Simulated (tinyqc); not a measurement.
Frequency dispersion of an accumulation capacitance by border traps, distributed model: two steps of the calculation.

Traps spread evenly through the insulator exchange electrons with the semiconductor by tunnelling, with tau(x) = t0 exp(2 ka x) at depth x from the interface. The admittance per area Y seen at depth x obeys dY/dx = -Y^2/(i w eps0 eox) + q Nb ln(1 + i w tau)/tau, with Y(0) = i w Cs and w = 2 pi f; the gate sees Y(tox) = G + i w C. Working variable y = Y/(i w), in uF/cm^2. Cox = eps0 eox/tox.

Values chosen for this exercise; permittivity close to that of silicon dioxide:
```
symbol,value,unit,meaning
eox,3.84,,relative permittivity of the insulator
tox,11,nm,insulator thickness
Cs,4.6,uF/cm^2,semiconductor capacitance in accumulation
Nb,3.2e18,cm^-3 eV^-1,density of border traps
ka,4.1,1/nm,decay constant of the wave function in the insulator
t0,4e-10,s,time constant of a trap at the interface
f,1e6,Hz,frequency
xe,1.3,nm,depth down to which the steps are taken
```

Constants: q = 1.602176634e-19 C, eps0 = 8.8541878128e-14 F/cm where lengths are in cm. Results are converted to the units shown.

Task 1. Midpoint steps through the active depth. In terms of y: dy/dx = -y^2/(eps0 eox) + s(x), s = q Nb ln(1 + z)/z, z = i w tau. 11 midpoint steps of h = xe/11: y_half = y + (h/2) y'(x, y), y(new) = y + h y'(x + h/2, y_half).

Find: x; s; y.

Result 1.

x, point 0 to 11 (nm): [0, 0.1182, 0.2364, 0.3545, 0.4727, 0.5909, 0.7091, 0.8273, 0.9455, 1.064, 1.182, 1.300]
s, point 0 to 11 (uF/(cm^2 nm)): [0.05127-0.00006i, 0.05127-0.00017i, 0.05126-0.00045i, 0.05123-0.00118i, 0.05102-0.00309i, 0.04962-0.00780i, 0.04261-0.01632i, 0.02650-0.02055i, 0.01228-0.01561i, 0.00501-0.00910i, 0.00195-0.00467i, 0.00075-0.00224i]
y, point 0 to 11 (uF/cm^2): [4.600+0.000i, 3.983+0.000i, 3.510+0.000i, 3.138+0.000i, 2.837+0.000i, 2.590-0.001i, 2.382-0.002i, 2.205-0.004i, 2.051-0.005i, 1.915-0.006i, 1.797-0.006i, 1.691-0.006i]

Task 2. Capacitance and conductance at the gate. Beyond xe the traps are ignored, so 1/y(tox) = 1/y(xe) + (tox - xe)/(eps0 eox); C = Re y, G/w = -Im y, loss tangent G/(w C).

y at xe = 1.6914259-0.0056731i uF/cm^2

Give: y at the gate; C; G/w; loss tangent.

Result 2.

y at the gate = 0.2903-0.0002i uF/cm^2
C = 0.2903 uF/cm^2
G/w = 1.672e-4 uF/cm^2
loss tangent = 5.757e-4

Program tinyqc, `OMP_NUM_THREADS=1 python tinyqc.py 2202232 2202233 out.jsonl`; Intel Xeon 2.30GHz, shared host, one thread, about 0.7 s.
